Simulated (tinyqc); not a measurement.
Inside a calculation. Method: plane-wave Kohn-Sham cycle with exchange-only LDA in a layered model solid. One step of it, computed by the program tinyqc.

Question. Iteration 2: Hamiltonian at one k. H(m,m') = (k + G_m)^2/2 delta + V(G_m - G_m'), with V(-G) = V(G).

A solid whose potential varies along x alone (atomic units):

| parameter | value |
|---|---|
| period a | 10.400000 |
| cross-section of the cell | 30.000000 |
| electrons per cell | 4 |
| grid points | 16 |
| plane waves -n..n, n | 3 |
| k points | 2 |
| V1 in V1 cos(2 pi x/a) | -0.420000 |
| V2 in V2 cos(4 pi x/a) | -0.070000 |

V(G_m), m = 0, 1, 2, ... (hartree): -0.230470  -0.206776  -0.034955  0.000137  0.000143  0.000039  0.000005

k = 0.250000 2 pi / a

Give: H.

Answer.

H (hartree), lower triangle:
```
        -3      -2      -1      +0      +1      +2     +3
-3   1.150
-2  -0.207   0.328
-1  -0.035  -0.207  -0.128
+0   0.000  -0.035  -0.207  -0.219
+1   0.000   0.000  -0.035  -0.207   0.055
+2   0.000   0.000   0.000  -0.035  -0.207   0.693
+3   0.000   0.000   0.000   0.000  -0.035  -0.207  1.697
```
